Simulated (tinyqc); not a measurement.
Worked calculation: FCI on RHF in the 6-31g basis, for H-, spin multiplicity 1. The basis has no diffuse functions, so it cannot describe the extra electron: this is an exercise in the method, not the real anion. One step of it, computed by the program tinyqc.

Question. FCI: roots. Diagonalise (each vector has its largest component positive (the first on a tie)); all determinants have Ms = 0, so triplets appear too. The lowest singlet root is the correlation energy.

Occupation strings over the orbitals (2 doubly, a alpha, b beta, 0 empty; spin orbitals ordered 1a 1b 2a 2b ...): 20 ab ba 02

H - E(HF) between determinants (hartree), order 20, ab, ba, 02:
$$\begin{pmatrix}
0.000000 & 0.000000 & 0.000000 & 0.136050 \\
0.000000 & 0.976452 & -0.136050 & 0.104874 \\
0.000000 & -0.136050 & 0.976452 & -0.104874 \\
0.136050 & 0.104874 & -0.104874 & 2.082095
\end{pmatrix}$$

Give: lowest roots of this matrix, relative to E(HF); lowest vectors; <S^2> of these roots; weight of the ground state by excitation level 0, 1, 2, ....

Answer.

lowest roots of this matrix, relative to E(HF) (hartree): [-0.0089, 0.8404, 1.0907, 2.1128]

lowest vectors, order 20, ab, ba, 02:
$$\begin{pmatrix}
0.9978 & 0.0000 & -0.0181 & 0.0636 \\
0.0061 & 0.7071 & 0.6995 & 0.1035 \\
-0.0061 & 0.7071 & -0.6995 & -0.1035 \\
-0.0655 & 0.0000 & -0.1455 & 0.9872
\end{pmatrix}$$

<S^2> of these roots: [0.0000, 2.0000, 0.0000, 0.0000]

weight of the ground state by excitation level 0, 1, 2, ...: [0.9956, 0.0001, 0.0043]
